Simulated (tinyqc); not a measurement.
Three descriptions against temperature: one anharmonic mode: perturbation theory, self-consistent phonons and exact levels. Computed by tinyqc, a small Python program. Command: `OMP_NUM_THREADS=1 python tinyqc.py 3008059 3008060 out.jsonl scp walk`. One thread of a shared host (Intel(R) Xeon(R) Processor @ 2.30GHz), about 0.03 s of CPU time with the checks.

V(x) = k x^2/2 + b x^4 for one coordinate x of mass M. A constant K > 0 gives hbar Omega = sqrt((hbar^2/u) K/M) with K in eV/angstrom^2 and M in u.

Inputs (values chosen for the exercise, for a model mode): mode mass M = 76.3 u; harmonic constant k = -17.1 eV/angstrom^2; quartic constant b = 776 eV/angstrom^4.

Shape: double well.

Constants: hbar^2/u = 4.18015928e-03 eV angstrom^2; k_B = 8.617333262e-05 eV/K.

Method:
- Self-consistent phonon, centred at x = 0: K = k + 12 b <x^2>, <x^2> = (hbar Omega/(2K)) coth(hbar Omega/(2 k_B T)).
- Its free energy is F = k_B T ln[2 sinh(hbar Omega/(2 k_B T))] + (k - K)<x^2>/2 + 3 b <x^2>^2, an upper bound to the exact one.
- Basis: oscillator states n of the constant |k|, with x = s (a + a+), s^2 = hbar Omega/(2|k|); H = hbar Omega (n + 1/2) + (k - |k|) x^2/2 + b x^4, with exact matrix elements of x^2 and x^4.
- Exact values use 120 basis states: F = -k_B T ln sum exp(-E_n/(k_B T)), and <x^2> is the Boltzmann mean.
- The classical <x^2> is int x^2 exp(-V/(k_B T)) dx / int exp(-V/(k_B T)) dx (2001 points over six exact widths each way).

Results; columns: (1) T (K); (2) hbar Omega, self-consistent (meV); (3) <x^2>, self-consistent; (4) <x^2>, exact; (5) F, self-consistent (meV); (6) F, exact (meV); (7) <x^2>, classical:
```
(1)      (2)        (3)        (4)      (5)      (6)        (7)
18    12.726  0.0021538  0.0034372  -4.4366  -7.8600  0.0054131
43    13.274  0.0021817  0.0036734  -4.5485  -8.4374  0.0052504
89    15.500  0.0023073  0.0039498  -5.7334  -10.681  0.0049121
160   18.569  0.0025122  0.0041445  -9.5610  -15.530  0.0046364
280   22.404  0.0028202  0.0043751  -19.445  -26.500  0.0045915
500   27.227  0.0032895  0.0047701  -44.252  -52.854  0.0048529
850   32.375  0.0038908  0.0053516  -94.451  -105.26  0.0053839
1400  37.868  0.0046471  0.0061462  -189.57  -203.62  0.0061589
```

What does the comparison show, and why?

The self-consistent quantum hardens from 12.73 to 37.87 meV, since a wider spread samples the steep quartic walls, and it is real at all T although k is negative. Its <x^2> misses by -37.3 % at the lowest T and -24.4 % at the highest; the excess in F runs from 3.423 to 14.047 meV. One Gaussian centred at zero cannot describe a density with two peaks, so it is poorest at low T. The classical value is 1.57 of the exact one at the lowest T and 1.002 at the highest.

Extremes, crossings and ranges named in words are read from the listed rows.
